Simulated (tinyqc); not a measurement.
Temperature and isotope dependence of a band gap in oscillator models: sweeps and comparisons. A value that a table varies takes the place of the one given here.

E(T) = E0 - sum_i sl_i th_i n_i(T), n = 1/(exp(th/T) - 1). The same coupling lowers the gap at 0 K by the zero-point term ZP = sum_i sl_i th_i/2, so the gap of the static lattice is E0 + ZP. Thermal expansion is taken as part of the slopes.

Two-parameter forms are made to pass through the falls at the two temperatures T12: Varshni aV T^2/(T + bV), from the line T^2/fall = (T + bV)/aV; one oscillator s1 t1/(exp(t1/T) - 1), with t1 from the ratio of the falls.

Constants: kB = 8.617333262e-05 eV/K; hbar^2/2m0 = 3.80998211 eV angstrom^2.

Values chosen for the exercise (near those of InAs; the results hold for these values, not for the real material): E0 = 0.412 eV (gap at 0 K); th = (54, 220) K (temperatures of two oscillators); sl = (0.0432, 0.2268) meV/K (their high-temperature slopes); T12 = (120, 260) K (temperatures of the fits); mm = 0.1 m0 (geometric mean of the density-of-states masses); T = 50 K (temperature).

## How far the fits carry

Falls of the gap from E0, and errors of the two fits against the model.

Results:

| T (K) | fall (meV) | Varshni - model (meV) | one oscillator - model (meV) | fall/ZP |
|---|---|---|---|---|
| 20 | 0.17 | 0.33 | -0.16 | 0.006 |
| 50 | 1.82 | 1.03 | -0.51 | 0.070 |
| 100 | 9.48 | 0.45 | -0.11 | 0.363 |
| 200 | 32.42 | -0.81 | 0.11 | 1.242 |
| 300 | 57.94 | 1.14 | -0.12 | 2.219 |
| 400 | 84.19 | 5.63 | -0.49 | 3.224 |
| 600 | 137.42 | 19.27 | -1.38 | 5.262 |
| 800 | 191.04 | 36.43 | -2.36 | 7.316 |

What can be read from the table?

Below the first fit point the largest errors are +1.03 meV (Varshni, 50 K, on a fall of 1.82 meV) and -0.51 meV (one oscillator, 50 K); a T^2 law cannot freeze out; a single oscillator misses the soft modes. At 800 K, beyond the second fit point, they are +36.4 and -2.4 meV, so the oscillator extrapolates better here. The thermal fall equals ZP between 100 and 200 K.

## What the shift does to the intrinsic density

ni = 2 (mm kT/(4 pi c))^(3/2) exp(-E/2kT), c = hbar^2/2m0, with E(T) and with E0; 1 angstrom^-3 = 1e24 cm^-3. Apparent gap from an Arrhenius plot of ni/T^(3/2): E(T) - T dE/dT, dE/dT = -sum sl_i (th_i/T)^2 n_i (1 + n_i).

Results:

| T (K) | E(T) (eV) | ni (cm^-3) | ni with E(T) / ni with E0 | apparent gap (eV) |
|---|---|---|---|---|
| 200 | 0.3796 | 7.13e+12 | 2.562 | 0.4292 |
| 250 | 0.3670 | 1.21e+14 | 2.844 | 0.4309 |
| 300 | 0.3541 | 8.43e+14 | 3.067 | 0.4321 |
| 350 | 0.3410 | 3.51e+15 | 3.245 | 0.4329 |
| 400 | 0.3278 | 1.05e+16 | 3.391 | 0.4335 |
| 500 | 0.3013 | 5.18e+16 | 3.615 | 0.4344 |
| 700 | 0.2478 | 3.63e+17 | 3.900 | 0.4355 |

What does this show, and why?

Using E0 in place of E(T) understates ni by a factor that rises from 2.56 to 3.90, towards exp(sum sl/2kB) = 4.8. The slope of an Arrhenius plot returns neither E(T) nor E0 but the intercept of the tangent, 0.4321 eV at 300 K, which lies 20 meV above E0 and tends to the static gap 0.4381 eV.

## What each parameter does

Gap at T, slope -sum sl_i (th_i/T)^2 n_i (1 + n_i) and ZP. Each row changes one parameter from the base and keeps the others.

Results:

| case | E(T) (eV) | dE/dT (meV/K) | ZP (meV) |
|---|---|---|---|
| base | 0.4102 | -0.0945 | 26.11 |
| T = 90 K | 0.4044 | -0.1829 | 26.11 |
| E0 = 0.422 eV | 0.4202 | -0.0945 | 26.11 |
| th = (54, 264) K | 0.4105 | -0.0718 | 31.10 |
| sl = (0.0562, 0.2268) meV/K | 0.4098 | -0.1063 | 26.47 |

What does this show?

The largest shifts from the base row, up to three for each result and ties (the steps differ in size, so this ranks the rows, not the parameters). E(T) (eV): E0 +0.0100, T -0.0058, sl -0.0004. dE/dT (meV/K): T -0.0884, th +0.0227, sl -0.0118; unchanged at the printed digits by E0. ZP (meV): th +4.99, sl +0.35; unchanged at the printed digits by T and E0.

(tinyqc, `OMP_NUM_THREADS=1 python tinyqc.py 1881162 1881163 out.jsonl`, Intel(R) Xeon(R) Processor @ 2.30GHz, 1 thread, shared host, about 0.01 s.)
